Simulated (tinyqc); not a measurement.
Inside a calculation. Method: tight binding, honeycomb lattice. One step of it, computed by the program tinyqc.

Task: Bloch Hamiltonian at K. H_AB = -t1 (1 + exp(-i k.a1) + exp(-i k.a2)); H_AA = delta - 2 t2 sum cos(k.b + phi), H_BB = -delta - 2 t2 sum cos(k.b - phi), b = a1, a2 - a1, -a2.

Parameters chosen for this model:
```
parameter     value                        unit
t1         2.810000                 eV, nearest
t2         0.040000       eV, second neighbours
phi               0  rad, phase of t2 (Haldane)
delta      1.580000          eV, +/- on A and B
```

k point K (fractions of the reciprocal vectors): [0.333333, 0.666667]

Give: H(k) at K.

Result:

H(k) at K (eV), order A, B:
$$\begin{pmatrix}
1.700 & 0.000 \\
0.000 & -1.460
\end{pmatrix}$$
